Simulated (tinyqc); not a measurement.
Band-to-band tunnelling and avalanche in a reverse-biased abrupt junction: one step, computed by the program tinyqc. Command: `OMP_NUM_THREADS=1 python tinyqc.py 3011482 3011483 out.jsonl zener walk`. One thread of a shared host (Intel(R) Xeon(R) Processor @ 2.30GHz), about 0.01 s of CPU time with the checks.

Direct Kane tunnelling in the local field (for indirect gaps the mass is an effective fit) and one ionisation coefficient for both carriers. N is the doping of the light side, or N_A N_D/(N_A + N_D) for the symmetric junction; the built-in voltage is taken as E_g/e.

Task: Junction at the given bias. E_g(T) = E_g - (T - 300 K)(-dE_g/dT); b(T) = b [1 + (rise)(T - 300 K)]; w = sqrt(2 eps eps_0 (V_R + E_g/e)/(e N)); F_m = 2 (V_R + E_g/e)/w; the field falls linearly from F_m to 0 across w.

Inputs (values chosen for the exercise, modelled on silicon):
```
quantity                                    value    unit
band gap at 300 K, E_g                       1.09      eV
gap narrowing with temperature, -dE_g/dT     0.26   meV/K
permittivity eps                             11.7       -
effective doping N                        6.1e+18  1/cm^3
reverse bias V_R                             0.79       V
temperature T                                 300       K
```

Junction: one-sided.

Constants: eps_0 = 8.8541878128e-12 F/m; e = 1.602176634e-19 C.

Give: E_g(T); depletion width w; peak field F_m; shortest tunnelling distance E_g/(e F_m).

Result:

E_g(T) = 1.09 eV

depletion width w = 19.96 nm

peak field F_m = 1.883 MV/cm

shortest tunnelling distance E_g/(e F_m) = 5.787 nm
